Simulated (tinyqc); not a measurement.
UHF in the sto-3g basis, for H4, spin multiplicity 3, step by step. This run ends on a higher stationary point, not on the lowest solution. One step of it, computed by the program tinyqc.

Question. Iteration 3: building the Fock matrix. J_ij = sum D_kl (ij|kl) with D = D(alpha) + D(beta), K_ij = sum D_kl (ik|jl) for each spin; F = H + J - K(s); E = tr D H + tr D J / 2 - 0.5 sum_s tr D(s) K(s) + E_nn.

D(alpha) after iteration 2, order 1H 1s, 2H 1s, 3H 1s, 4H 1s:
```
[[1.083201, -0.283471, -0.634767, 0.574041],
 [-0.283471, 0.735218, 0.486921, -0.634767],
 [-0.634767, 0.486921, 0.735218, -0.283471],
 [0.574041, -0.634767, -0.283471, 1.083201]]
```

D(beta) after iteration 2, order 1H 1s, 2H 1s, 3H 1s, 4H 1s:
```
[[0.057094, 0.106015, 0.106015, 0.057094],
 [0.106015, 0.197098, 0.197098, 0.106015],
 [0.106015, 0.197098, 0.197098, 0.106015],
 [0.057094, 0.106015, 0.106015, 0.057094]]
```

core Hamiltonian H = T + V (hartree), order 1H 1s, 2H 1s, 3H 1s, 4H 1s:
```
[[-1.575022, -1.300521, -0.295826, -0.079654],
 [-1.300521, -1.823788, -0.857634, -0.295826],
 [-0.295826, -0.857634, -1.823788, -1.300521],
 [-0.079654, -0.295826, -1.300521, -1.575022]]
```

Two-electron integrals (ij|kl) in chemists' order, unique and non-zero (hartree):
```
(11|11) 0.774606   (21|11) 0.430995   (21|21) 0.281950   (22|11) 0.561003
(22|21) 0.430995   (22|22) 0.774606   (31|11) 0.063140   (31|21) 0.045539
(31|22) 0.078448   (31|31) 0.009152   (32|11) 0.154198   (32|21) 0.123421
(32|22) 0.237509   (32|31) 0.028791   (32|32) 0.099054   (33|11) 0.272302
(33|21) 0.217221   (33|22) 0.425975   (33|31) 0.063140   (33|32) 0.237509
(33|33) 0.774606   (41|11) 0.013152   (41|21) 0.009824   (41|22) 0.017525
(41|31) 0.002158   (41|32) 0.007104   (41|33) 0.017525   (41|41) 0.000539
(42|11) 0.041740   (42|21) 0.033050   (42|22) 0.063140   (42|31) 0.008196
(42|32) 0.028791   (42|33) 0.078448   (42|41) 0.002158   (42|42) 0.009152
(43|11) 0.147718   (43|21) 0.114372   (43|22) 0.217221   (43|31) 0.033050
(43|32) 0.123421   (43|33) 0.430995   (43|41) 0.009824   (43|42) 0.045539
(43|43) 0.281950   (44|11) 0.196023   (44|21) 0.147718   (44|22) 0.272302
(44|31) 0.041740   (44|32) 0.154198   (44|33) 0.561003   (44|41) 0.013152
(44|42) 0.063140   (44|43) 0.430995   (44|44) 0.774606
```

nuclear repulsion = 2.58020000 hartree

Give: Coulomb J; exchange K(alpha); exchange K(beta); F(alpha); F(beta); total energy of this density.

Answer.

Coulomb J (hartree), order 1H 1s, 2H 1s, 3H 1s, 4H 1s:
```
[[1.7950, 1.2217, 0.2475, 0.0615],
 [1.2217, 2.0368, 0.7905, 0.2475],
 [0.2475, 0.7905, 2.0368, 1.2217],
 [0.0615, 0.2475, 1.2217, 1.7950]]
```

exchange K(alpha) (hartree), order 1H 1s, 2H 1s, 3H 1s, 4H 1s:
```
[[0.7749, 0.5329, 0.0953, 0.0301],
 [0.5329, 0.7294, 0.3471, 0.0953],
 [0.0953, 0.3471, 0.7294, 0.5329],
 [0.0301, 0.0953, 0.5329, 0.7749]]
```

exchange K(beta) (hartree), order 1H 1s, 2H 1s, 3H 1s, 4H 1s:
```
[[0.2284, 0.2756, 0.1672, 0.0926],
 [0.2756, 0.4233, 0.3043, 0.1672],
 [0.1672, 0.3043, 0.4233, 0.2756],
 [0.0926, 0.1672, 0.2756, 0.2284]]
```

F(alpha) (hartree), order 1H 1s, 2H 1s, 3H 1s, 4H 1s:
```
[[-0.5550, -0.6117, -0.1437, -0.0482],
 [-0.6117, -0.5164, -0.4143, -0.1437],
 [-0.1437, -0.4143, -0.5164, -0.6117],
 [-0.0482, -0.1437, -0.6117, -0.5550]]
```

F(beta) (hartree), order 1H 1s, 2H 1s, 3H 1s, 4H 1s:
```
[[-0.0085, -0.3544, -0.2156, -0.1107],
 [-0.3544, -0.2103, -0.3714, -0.2156],
 [-0.2156, -0.3714, -0.2103, -0.3544],
 [-0.1107, -0.2156, -0.3544, -0.0085]]
```

total energy of this density = -1.701944 hartree

This density is a damped mixture and is not idempotent.
